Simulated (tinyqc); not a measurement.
Solid against vapour: precursor delivery by bubblers, mass-transport growth and the solid composition of a III-V alloy. Computed by tinyqc, a small Python program. Command: `OMP_NUM_THREADS=1 python tinyqc.py 3003743 3003744 out.jsonl movpe_thermo walk`. One thread of a shared host (Intel(R) Xeon(R) Processor @ 2.30GHz), about 0.01 s of CPU time with the checks.

1 sccm = 44.615 micromol/min; 1 torr = 133.322 Pa. The sources decompose fully at the surface.

Inputs (values chosen for the exercise, modelled on triethylgallium (source 1) and trimethylindium (source 2) for the vapour pressures): growth temperature T = 1010 K; interaction L0 of the solid = 3.58 kJ/mol; exchange energy dG_x of AC + (1/2) D2 -> AD + (1/2) C2 = -3.3 kJ/mol.

Alloy: mixing on the group-V sites.

Constants: R = 8.314462618 J/(mol K).

Method. At high V/III the group-V pressures at the surface equal those supplied, as dimers: p_D2/p_C2 = x_v/(1 - x_v). Equilibrium of the solid AC(1-x)D(x), A standing for the mix of both group-III metals: ln[x/(1 - x)] + L0 (1 - 2x)/(R T) = -dG_x/(R T) + (1/2) ln[x_v/(1 - x_v)].

Composition:
```
x_v         x  x for L0 = 0   x/x_v
0.02  0.13413       0.17466  6.7067
0.05  0.20969       0.25365  4.1939
0.10  0.29268       0.33056  2.9268
0.25  0.45053       0.46100  1.8021
0.50  0.62169       0.59700  1.2434
0.75  0.76243       0.71956  1.0166
0.90  0.85773       0.81632  0.9530
0.95  0.90087       0.86590  0.9483
0.98  0.93774       0.91205  0.9569
```

dG_x = -3.3 kJ/mol favours AD: at x_v = 1/2 the ideal solid has x = 0.597. The positive L0 pushes x away from 1/2, to 0.622, and steepens the curve near x = 1/2; at L0 = 2 R T = 16.8 kJ/mol the slope would diverge.
